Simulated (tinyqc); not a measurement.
Energy and delay of logic against supply voltage: one step of the calculation.

One expression serves below and above threshold: I(Vg) = Ik [ln(1 + exp((Vg - VT + dd V)/(al nf Vt)))]^al, with I_on = I(V) and I_off = I(0). Gate delay td = kd C V/I_on, clock period LD td. Per gate and cycle the switching energy is act C V^2 and the leakage energy I_off V LD td. No short-circuit current, no variation. Minima are sought above 0.09 V; below a few Vt gates no longer switch and the model has no meaning.

Task. Currents, delay and energies. I_on, I_off, td, clock frequency 1/(LD td), both energies and their sum.

Parameters, values chosen for the exercise; values of the order met in logic technologies:
- T = 250 K (temperature)
- VT = 0.43 V (threshold voltage at zero drain bias)
- nf = 1.29 (slope factor)
- dd = 0.09 (barrier lowering per volt of supply)
- Ik = 0.91 uA (specific current of a gate)
- al = 1.52 (exponent of the current law)
- C = 1.4 fF (load capacitance of a gate)
- kd = 1 (delay factor)
- LD = 30 (logic depth)
- act = 0.3 (activity factor)
- V = 0.72 V (supply voltage)

Constants: q = 1.602176634e-19 C, kB = 1.380649e-23 J/K, Vt = kB T/q. Results are converted to the units shown.

Find: I_on; I_off; td; clock frequency; switching energy; leakage energy; energy.

Result.

I_on = 23.115 uA
I_off = 0.0017862 nA
td = 43.607 ps
clock frequency = 0.76440 GHz
switching energy = 217.73 aJ
leakage energy = 0.0016824 aJ
energy = 217.73 aJ

I_on/I_off = 1.29e7; leakage makes up 7.73e-4 % of the energy.

Program tinyqc, `OMP_NUM_THREADS=1 python tinyqc.py 2082141 2082142 out.jsonl`; Intel Xeon 2.30GHz, shared host, one thread, about 0.01 s.
